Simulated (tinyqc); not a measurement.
From results back to parameters: direct gap of a germanium-like layer under biaxial tension. Four cases, with inputs chosen for the exercise.

Problem. A (001) layer under biaxial tension e_par has ezz = -2 (C12/C11) e_par, Ec = Eg + ac tr(e), E(HH) = -P - Q and E(LH) = -P + (Q - Dso + sqrt(Dso^2 + 2 Dso Q + 9 Q^2))/2 with P = -av tr(e), Q = -b (e_par - ezz). The transition from the light-hole edge is given.

Find: e_par; Ec - E(HH).

Method. Ec - E(LH) falls steadily with tension, so bisection between 0 and 4 % gives the only root; then Ec - E(HH) = Eg + (ac - av) tr(e) + Q.

Case 1.

Values chosen (near those of Ge, gaps at low temperature; shifted at random, so the results belong to these values and not to a real crystal): Eg = 0.901 eV (gap at Gamma to the s-like level); Dso = 0.288 eV (spin-orbit splitting); ac = -8.23 eV (conduction deformation potential); av = 1.24 eV (valence hydrostatic potential); b = -2.5 eV (tetragonal shear potential); C11 = 130 GPa; C12 = 48.6 GPa.

Ec - E(LH) = 0.868029 eV

Solution.

e_par = 0.200 %
Ec - E(HH) = 0.8860 eV

Case 2.

Values chosen (near those of Ge, gaps at low temperature; shifted at random, so the results belong to these values and not to a real crystal): Eg = 0.895 eV (gap at Gamma to the s-like level); Dso = 0.294 eV (spin-orbit splitting); ac = -8.1 eV (conduction deformation potential); av = 1.25 eV (valence hydrostatic potential); b = -2.54 eV (tetragonal shear potential); C11 = 128.3 GPa; C12 = 47.7 GPa.

Ec - E(LH) = 0.718368 eV

Solution.

e_par = 1.020 %
Ec - E(HH) = 0.8203 eV

Case 3.

Values chosen (near those of Ge, gaps at low temperature; shifted at random, so the results belong to these values and not to a real crystal): Eg = 0.896 eV (gap at Gamma to the s-like level); Dso = 0.294 eV (spin-orbit splitting); ac = -8.18 eV (conduction deformation potential); av = 1.26 eV (valence hydrostatic potential); b = -2.52 eV (tetragonal shear potential); C11 = 128.8 GPa; C12 = 48.5 GPa.

Ec - E(LH) = 0.647151 eV

Solution.

e_par = 1.410 %
Ec - E(HH) = 0.7923 eV

Case 4.

Values chosen (near those of Ge, gaps at low temperature; shifted at random, so the results belong to these values and not to a real crystal): Eg = 0.89 eV (gap at Gamma to the s-like level); Dso = 0.287 eV (spin-orbit splitting); ac = -8.34 eV (conduction deformation potential); av = 1.26 eV (valence hydrostatic potential); b = -2.59 eV (tetragonal shear potential); C11 = 126.2 GPa; C12 = 47.5 GPa.

Ec - E(LH) = 0.575174 eV

Solution.

e_par = 1.720 %
Ec - E(HH) = 0.7621 eV

Computed by tinyqc, one run a case: `OMP_NUM_THREADS=1 python tinyqc.py N N+1 out.jsonl` with N = 1051453, 1051456, 1051458, 1051491; one thread of a shared Intel(R) Xeon(R) Processor @ 2.30GHz, about 0.01 s a run at most.
